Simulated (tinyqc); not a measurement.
Keating valence-force model of a tetrahedral crystal: one step, computed by the program tinyqc. Command: `OMP_NUM_THREADS=1 python tinyqc.py 3009492 3009493 out.jsonl keating walk`. One thread of a shared host (Intel(R) Xeon(R) Processor @ 2.30GHz), about 0.02 s of CPU time with the checks.

Atom A sits at 0 and atom B at a/4 (1,1,1) of an fcc lattice; the four bonds from A are t = a/4 (1,1,1), a/4 (1,-1,-1), a/4 (-1,1,-1), a/4 (-1,-1,1), of length d = sqrt(3) a/4. Energy: E = (3 alpha/(8 d^2)) sum over bonds (r.r - d^2)^2 + (3 beta/(8 d^2)) sum over pairs of bonds at one atom (r_i.r_j + d^2/3)^2, with beta_A for the six pairs at A and beta_B for the six at B. The cell holds two atoms, Omega = a^3/4. 1 N/m = 1 J/m^2. With constants fitted to the elastic moduli this model puts optical and zone-boundary frequencies of real crystals too high, by up to about 20 % in elemental crystals and up to about 50 % in compounds, and mostly by more for TA modes; in compounds the lattice part of the static dielectric constant then comes out too low.

Problem. Frequencies at q. Diagonalise the Hermitian matrix D. An eigenvalue lambda of D in eV/(angstrom^2 u) gives nu = 15.6333042 THz x sqrt(lambda). The weight on A is the sum of |e|^2 over the three components of atom A.

Structure: zinc blende.

D(q) (eV/(angstrom^2 u)):
```
                     A x                  A y                  A z                  B x
A x             0.369660   0.010552+0.011353i   0.010254+0.011946i  -0.356829+0.102590i
A y   0.010552-0.011353i             0.348336   0.008273+0.000327i   0.152725-0.099475i
A z   0.010254-0.011946i   0.008273-0.000327i             0.348595   0.146373-0.103792i
B x  -0.356829-0.102590i   0.152725+0.099475i   0.146373+0.103792i             1.839985
B y   0.152725+0.099475i  -0.356829-0.102590i   0.044915+0.338248i   0.052521+0.056512i
B z   0.146373+0.103792i   0.044915+0.338248i  -0.356829-0.102590i   0.051041+0.059463i

                     B y                  B z
A x   0.152725-0.099475i   0.146373-0.103792i
A y  -0.356829+0.102590i   0.044915-0.338248i
A z   0.044915-0.338248i  -0.356829+0.102590i
B x   0.052521-0.056512i   0.051041-0.059463i
B y             1.733848   0.041178-0.001627i
B z   0.041178+0.001627i             1.735137
```

Constants: nu for 1 eV/(angstrom^2 u) = 15.6333042 THz.

Give: frequencies; weights on atom A.

Solution.

frequencies (THz): 5.296  5.887  8.873  21.110  21.655  22.409

weights on atom A: 0.87504  0.88501  0.96714  0.06249  0.12496  0.08535
